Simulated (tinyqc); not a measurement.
## Partial widths from the peak

Question. A Breit-Wigner resonance has total width G = GL + GR and peak transmission Tp = 4 GL GR/G^2. GL is known to be the larger. Find GL, GR and the lifetime hbar/G.

Constants: q = 1.602176634e-19 C, hbar = 1.054571817e-34 J s. Results are converted to the units shown.

G = 8.3120570 meV
Tp = 0.95440670

Answer. GL and GR have the sum G and the product Tp G^2/4, so they are (G/2)(1 +/- sqrt(1 - Tp)).

GL = 5.04 meV
GR = 3.27 meV
lifetime = 79.2 fs

Numbers from tinyqc (`OMP_NUM_THREADS=1 python tinyqc.py 2600148 2600149 out.jsonl`; about 0.4 s on one thread of a shared Intel Xeon 2.30GHz).
